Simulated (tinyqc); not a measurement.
Undoped gate-all-around wire MOSFET, analytic charge model: one step of the calculation.

An undoped round wire of radius R under an insulator shell and a surrounding gate; long channel, electrons only, n = ni exp((psi - V)/Vt) with V the quasi-Fermi potential (0 at the source, Vd at the drain), constant mobility, no quantisation. The radial Poisson equation gives n(r) = n(0)/(1 - (1 - b) r^2/R^2)^2 with b = Q0/(Q + Q0). Q is the electron charge per area of the wire surface.

Problem. Charge at the source by Newton steps. With V = 0: f = Q/Cox + Vt ln(Q/Q0) + Vt ln(1 + Q/Q0) - (Vg - V0); f' = 1/Cox + Vt/Q + Vt/(Q + Q0); Q(new) = Q - f/f'.

Inputs (values chosen for the exercise): temperature T = 300 K; gate voltage Vg = 1.39 V.

Constants: q = 1.602176634e-19 C, kB = 1.380649e-23 J/K, Vt = kB T/q. Results are converted to the units shown.

Q at the start = 4.5 nC/cm^2
Cox = 3.5858882 uF/cm^2
Q0 = 45.321895 nC/cm^2
V0 = 0.59649478 V

Wanted: f; f'; Q after iteration 1.

Solution.

f = -0.8495 V
f' = 0.006543 V cm^2/nC
Q after iteration 1 = 134.3 nC/cm^2

Computed by the program tinyqc: `OMP_NUM_THREADS=1 python tinyqc.py 2460125 2460126 out.jsonl`, one thread of a shared Intel Xeon 2.30GHz, about 0.08 s for the whole run.
